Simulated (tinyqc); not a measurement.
IGBT as a p-i-n diode in series with a MOS channel, on-state and switching loss: two steps of the calculation.

High injection (n = p) in a drift layer from x = -W/2 (anode) to +W/2 (cathode side), recombination only in the layer with lifetime tau, ideal emitters. The channel feeds the cathode side and carries the whole current. Auger recombination, carrier-carrier scattering, emitter losses and the carrier dip under the p body are left out.

Inputs (values chosen for the exercise); material values close to those of silicon:

| symbol | value | unit | meaning |
|---|---|---|---|
| T | 300 | K | temperature |
| Eg | 1.12 | eV | band gap |
| Nc | 2.85e19 | cm^-3 | conduction-band density of states at T |
| Nv | 2.61e19 | cm^-3 | valence-band density of states at T |
| mn | 1400 | cm^2/(V s) | electron mobility |
| W | 60 | um | width of the drift layer |
| Nd | 1.5e14 | cm^-3 | doping of the drift layer |
| tau | 0.16 | us | high-injection lifetime |
| J | 150 | A/cm^2 | current density |
| Rch | 4.7 | mohm cm^2 | channel and accumulation resistance |
| Vdc | 400 | V | link voltage |
| ks | 0.08 |  | turn-off energy per stored charge and link voltage |
| f | 2 | kHz | switching frequency |

Constants: q = 1.602176634e-19 C, kB = 1.380649e-23 J/K, Vt = kB T/q. Results are converted to the units shown.

Question 1. On-state voltage. n(x) = (tau J/(2 q La))[cosh(x/La)/sinh y - B sinh(x/La)/cosh y]. Vm = Vt [(8 b/(b + 1)^2)(sinh y/s) arctan(s sinh y) + B ln((1 + B tanh^2 y)/(1 - B tanh^2 y))], s = sqrt(1 - B^2 tanh^2 y); Vj = Vt ln(n(-W/2) n(W/2)/ni^2), ni = sqrt(Nc Nv) exp(-Eg/(2 Vt)), Eg in volts; Vc = J Rch; Von = Vm + Vj + Vc.

b = 2.9166667
B = 0.48936170
La = 17.196013 um
y = 1.7445904

Give: Vm; Vj; Vc; Von.

Answer 1.

Vm = 0.15738 V
Vj = 0.78483 V
Vc = 0.70500 V
Von = 1.6472 V

Vm does not depend on J, since the carrier density grows with it. Junctions, layer and channel take 48, 9.6 and 43 % of Von.

Question 2. Stored charge, losses and the unipolar alternative. Stored charge tau J, turn-off energy Eoff = ks tau J Vdc, loss at half duty 0.5 J Von + f Eoff. A unipolar device on the same layer has Vu = J (W/(q mn Nd) + Rch).

Von = 1.6472078 V

Find: stored charge; Eoff; conduction loss; switching loss; Vu.

Answer 2.

stored charge = 24.00 uC/cm^2
Eoff = 0.7680 mJ/cm^2
conduction loss = 123.5 W/cm^2
switching loss = 1.536 W/cm^2
Vu = 27.45 V

Both losses would be equal at f = 161 kHz.

Program tinyqc, `OMP_NUM_THREADS=1 python tinyqc.py 2590102 2590103 out.jsonl`; Intel Xeon 2.30GHz, shared host, one thread, about 0.01 s.
